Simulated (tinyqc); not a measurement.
# Hole mobility in a silicon inversion layer, empirical terms and Matthiessen rule: two studies

Inversion layer of sheet density Ns on a uniformly doped body, under a high-permittivity gate with an interlayer. The mobility terms are empirical power laws with prefactors chosen for the exercise; adding their inverses (Matthiessen) is itself an approximation.

Parameters, values chosen for the exercise; material values close to those of silicon: temperature T = 325 K; band gap Eg = 1.12 eV; relative permittivity of the semiconductor eps_r = 11.6; conduction-band density of states at T Nc = 3.11e19 cm^-3; valence-band density of states at T Nv = 2.99e19 cm^-3; body doping Nb = 6.1e17 cm^-3; reverse body bias Vsb = 0 V; weight of the inversion charge in the effective field eta = 0.3333; phonon-limited mobility at 1 MV/cm and 300 K Ap = 123 cm^2/(V s); roughness-limited mobility at 1 MV/cm As = 335 cm^2/(V s); exponent of the roughness term gs = 1.3; Coulomb prefactor Ac = 1700 cm^2/(V s); charge at the interface Nit = 1e11 cm^-2; remote-phonon mobility without interlayer Ar = 390 cm^2/(V s); interlayer thickness ti = 1.3 nm; decay length of remote phonons lr = 0.7 nm; inversion density Ns = 8.4e11 cm^-2.

Constants: q = 1.602176634e-19 C, kB = 1.380649e-23 J/K, Vt = kB T/q, eps0 = 8.8541878128e-14 F/cm where lengths are in cm. Results are converted to the units shown.

Each table varies one quantity; the others keep the values above.

## Universality: two dopings at the same effective field

ni = sqrt(Nc Nv) exp(-Eg/(2 Vt)), Eg in volts; Ndep = sqrt(2 eps0 eps_r Nb (2 Vt ln(Nb/ni) + Vsb)/q); E = q (Ndep + eta Ns)/(eps0 eps_r), in MV/cm. With t = T/(300 K): muC = Ac (Ns/1e12 cm^-2) t/(Nb/1e17 cm^-3 + Nit/1e11 cm^-2), muP = Ap E^(-1/3) t^(-1.75), muS = As E^(-gs), muR = Ar exp(2 ti/lr)/t; 1/mu is the sum of the inverses. For each E, Ns is chosen to give that field on bodies with Nb = 8e16 and 6.1e17 cm^-3; the last column leaves out muC.

Result of one run:
columns A: E (MV/cm); B: Ns, light body (cm^-2); C: mu, light (cm^2/(V s)); D: Ns, heavy body (cm^-2); E: mu, heavy (cm^2/(V s)); F: without muC (cm^2/(V s))
```
A            B      C         D      E      F
1.01  1.673e13  79.79  1.146e13  78.05  80.16
```

What becomes of these results when the effective field E is changed from 1.01 to 0.722 MV/cm, all else the same?

Result of the changed run:
columns A: E (MV/cm); B: Ns, light body (cm^-2); C: mu, light (cm^2/(V s)); D: Ns, heavy body (cm^-2); E: mu, heavy (cm^2/(V s)); F: without muC (cm^2/(V s))
```
A             B      C         D      E      F
0.722  1.119e13  95.24  5.923e12  90.39  96.04
```

The whole series:
columns A: E (MV/cm); B: Ns, light body (cm^-2); C: mu, light (cm^2/(V s)); D: Ns, heavy body (cm^-2); E: mu, heavy (cm^2/(V s)); F: without muC (cm^2/(V s))
```
A             B      C         D      E      F
0.439  5.748e12  119.5  4.796e11  61.59  122.0
0.518  7.267e12  111.3  1.999e12  92.79  113.0
0.611  9.056e12  103.3  3.788e12  94.38  104.4
0.722  1.119e13  95.24  5.923e12  90.39  96.04
0.852  1.369e13  87.49  8.423e12  84.63  88.04
1.01   1.673e13  79.79  1.146e13  78.05  80.16
1.19   2.019e13  72.62  1.492e13  71.53  72.88
1.4    2.423e13  65.82  1.896e13  65.12  65.99
```

The heavily doped body has 0.515 of the mobility of the light one in the first row and 0.989 in the last; there they lie 1.3 % below and 0.27 % below the curve without Coulomb scattering, which depends on E alone. The heavy body leaves that curve at low E because its field comes mostly from depletion charge and few carriers screen.

## Effect of the reverse body bias

Same model as above.

The same in every row: muC (cm^2/(V s)) = 217.9; muR (cm^2/(V s)) = 1.477e4.

Effect of the reverse body bias:
```
Vsb (V)  E (MV/cm)  muP (cm^2/(V s))  muS (cm^2/(V s))  mu (cm^2/(V s))
0           0.4577             138.7             925.2            77.24
0.4         0.5412             131.2             744.1            73.41
0.8         0.6126             125.9             633.4            70.53
1.2         0.6760             121.8             557.3            68.22
1.6         0.7336             118.6             501.2            66.28
2           0.7867             115.8             457.6            64.62
2.4         0.8363             113.5             422.7            63.15
```

As Vsb goes from 0 to 2.4 V, E rises from 0.458 to 0.836 MV/cm and mu falls from 77.2 to 63.2 cm^2/(V s). The phonon term is the smallest in the first and the last row.

Numbers from tinyqc (`OMP_NUM_THREADS=1 python tinyqc.py 2510167 2510168 out.jsonl`; about 0.01 s on one thread of a shared Intel Xeon 2.30GHz).
